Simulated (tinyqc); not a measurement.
# Permittivity of the insulator from five potentials

Question. A node lies on a semiconductor-insulator interface. Steps: hs = tb/3 down into the semiconductor, ho = tox/1 up into the insulator, hy = L/6 sideways. The flux balance of its box reads eox (hy/ho)(above - node) + eps_r (hy/hs)(below - node) + [(eps_r hs + eox ho)/(2 hy)](left + right - 2 node) - q Na (hs/2) hy/eps0 = 0. Find eox.

Values chosen for this exercise; semiconductor permittivity close to that of silicon: relative permittivity of the semiconductor eps_r = 11.8; half the body thickness tb = 6 nm; insulator thickness tox = 3.7 nm; channel length L = 42 nm; acceptor density of the depleted body Na = 0 cm^-3.

Constants: q = 1.602176634e-19 C, eps0 = 8.8541878128e-14 F/cm where lengths are in cm. Results are converted to the units shown.

psi (V): node 0.13125025, above -0.12, below 0.24187624, left -0.052354229, right 1.1

Answer. The balance is linear in eox.

eox = 22.00

tinyqc, about 0.1 s, one thread, Intel Xeon 2.30GHz (shared host): `OMP_NUM_THREADS=1 python tinyqc.py 2480070 2480071 out.jsonl`
